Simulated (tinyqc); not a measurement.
Worked calculation: optical transitions of a finite quantum well. Values are carried at full precision from step to step, so a last printed digit may differ when a step is redone from the rounded ones.

Each carrier sees a square well of width L with its own depth V and masses m (inside), mb (outside); c = hbar^2/2m0, k = sqrt(m E/c), kappa = sqrt(mb (V - E)/c), and level n solves k L + 2 atan[(k/m)/(kappa/mb)] = n pi. The envelope is cos(kz) for odd n and sin(kz) for even n inside, joins exp(-kappa (|z| - L/2)) outside, and is normalised to 1. Excitons and band mixing are left out.

Constants: hbar^2/2m0 = 3.80998211 eV angstrom^2; hc = 1239.841984 eV nm; fine-structure constant alpha = 0.007297352564.

Inputs chosen for the exercise (near those of an InGaAs well in InAlAs; shifted at random, so the results belong to these values and not to a real crystal):
- L = 116 angstrom (well width)
- Eg = 0.826 eV (gap of the well)
- Vc = 0.526 eV (conduction offset)
- Vv = 0.201 eV (valence offset)
- me = 0.0412 m0 (electron, well)
- meb = 0.0783 m0 (electron, barrier)
- mh = 0.37 m0 (heavy hole along z, well)
- mhb = 0.416 m0 (heavy hole, barrier)
- ml = 0.0496 m0 (light hole along z, well)
- mlb = 0.0919 m0 (light hole, barrier)
- Ns = 1.5 x 1e12/cm^2 (electrons in e1)
- n_r = 3.48 (refractive index)
- G = 20 meV (half width of the line)

## Confinement energies

Up to three levels for each carrier.

Levels:
```
level  E (eV)  k (1/angstrom)  kappa (1/angstrom)
e1     0.0394         0.02064             0.10000
e2     0.1590         0.04146             0.08685
e3     0.3571         0.06214             0.05891
hh1    0.0059         0.02394             0.14595
hh2    0.0235         0.04781             0.13920
hh3    0.0527         0.07153             0.12725
lh1    0.0267         0.01864             0.06484
lh2    0.1076         0.03743             0.04746
```

## Interband transitions

From e1 and e2 to each hole level: E = Eg + E_e + E_h, wavelength hc/E, squared overlap of the envelopes, and the strength |<S|p|v>|^2 in units of P^2 at the subband edge: overlap^2 times 1/2 (hh) or 1/6 (lh) for light polarised in the plane (TE), times 0 (hh) or 2/3 (lh) along z (TM).

Transitions:
```
pair    E (eV)  wavelength (nm)  overlap^2      TE      TM
e1-hh1  0.8713           1423.0     0.9850  0.4925  0.0000
e1-hh2  0.8889           1394.8     0.0000  0.0000  0.0000
e1-lh1  0.8921           1389.8     0.9915  0.1653  0.6610
e1-hh3  0.9181           1350.5     0.0090  0.0045  0.0000
e1-lh2  0.9730           1274.2     0.0000  0.0000  0.0000
e2-hh1  0.9909           1251.3     0.0000  0.0000  0.0000
e2-hh2  1.0085           1229.4     0.9556  0.4778  0.0000
e2-lh1  1.0117           1225.5     0.0000  0.0000  0.0000
e2-hh3  1.0377           1194.8     0.0000  0.0000  0.0000
e2-lh2  1.0926           1134.8     0.9611  0.1602  0.6407
```

The edge is e1-hh1 at 1423 nm. Pairs of opposite parity vanish exactly; e1-hh3 is allowed by parity and reaches 0.0090, only because the two envelopes leak differently into the barriers.

## Intersubband transitions from e1

z_1j = <1|z|j>; 1/m1 = <1|1/m|1>; f_1j = (m1/c)(E_j - E_1) z_1j^2, which sums to 1 over all bound and continuum states.

Transitions:
```
pair  E (meV)  wavelength (micrometre)  |z| (angstrom)        f
1-2    119.58                   10.368          27.215  0.96581
1-3    317.73                    3.902           0.000  0.00000
```

m1 = 0.04155 m0
sum of f over bound states = 0.9658

The continuum carries the remaining 0.0342. With hard walls z_12 = 16 L/(9 pi^2) = 20.89 angstrom and f_12 = 256/(27 pi^2) = 0.9607.

## Absorption of one well

For light polarised along z (a real waveguide or Brewster geometry adds an angle factor), with all electrons in e1 and none in e2, the peak fractional absorption is 4 pi alpha Ns c f_12/(n_r m1 G) and the area under the Lorentzian line is pi G times that, c = hbar^2/2m0; 1e12/cm^2 = 1e-4/angstrom^2. EF - E1 = 2 pi c Ns/m1 at zero temperature.

peak absorption = 1.750 %
area = 109.98 % meV
EF - E1 = 86.4 meV

EF lies below e2, as assumed.

## Checks

- Sum of f over all levels of a difference grid (60 cells across the well) against 1: 0.999 against 1.000.
- The strength f_12 on that grid against the matched envelopes: 0.965 against 0.966.

Program tinyqc; command `OMP_NUM_THREADS=1 python tinyqc.py 1282390 1282391 out.jsonl`; about 0.06 s on one thread of a shared Intel(R) Xeon(R) Processor @ 2.30GHz.
